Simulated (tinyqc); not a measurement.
From results back to parameters: free-carrier optics of a doped semiconductor (Drude model with one polar phonon). Two cases, with inputs chosen for the exercise.

Problem. The upper coupled mode solves E^4 - (wL^2 + Ep^2) E^2 + Ep^2 wT^2 = 0 with wL = wT sqrt(es/ei); N is hidden.

eps(E) = ei [1 - Ep^2/(E^2 + i E Gam)] + (es - ei) wT^2/(wT^2 - E^2 - i E gT), with Ep^2 = 8 pi c (e^2/(4 pi eps0)) N/(m ei), c = hbar^2/2m0, N in 1/angstrom^3 (1e-24 per 1/cm^3); Gam = hbar/tau, tau = mu m m0/e with m0/e = 5.685630e-12 kg/C and mu in m^2/(V s). Energies in meV.

Constants: hbar^2/2m0 = 3.80998211 eV angstrom^2; e^2/(4 pi eps0) = 14.39964547 eV angstrom.

Find: Ep; N; L-.

Method. Ep^2 = L+^2 (L+^2 - wL^2)/(L+^2 - wT^2); the product of the roots gives L- = Ep wT/L+.

Case 1.

Values chosen (mass and dielectric values near those of InSb; N and mu are free inputs; interband absorption and the rise of the mass with filling are left out; the results hold for these values, not for the real material): m = 0.0141 m0 (conductivity mass); ei = 15.66 (high-frequency dielectric constant); wT = 21.9 meV (TO phonon); es = 16.86 (static dielectric constant).

L+ = 23.3139 meV

Solution.

Ep = 15.20 meV
N = 3.70e+16 1/cm^3
L- = 14.28 meV

Case 2.

Values chosen (mass and dielectric values near those of GaAs; N and mu are free inputs; interband absorption and the rise of the mass with filling are left out; the results hold for these values, not for the real material): m = 0.0716 m0 (conductivity mass); ei = 10.67 (high-frequency dielectric constant); wT = 33 meV (TO phonon); es = 12.65 (static dielectric constant).

L+ = 54.9829 meV

Solution.

Ep = 52.03 meV
N = 1.50e+18 1/cm^3
L- = 31.23 meV

Computed by tinyqc, one run a case: `OMP_NUM_THREADS=1 python tinyqc.py N N+1 out.jsonl` with N = 1650958, 1650971; one thread of a shared Intel(R) Xeon(R) Processor @ 2.30GHz, about 0.01 s a run at most.
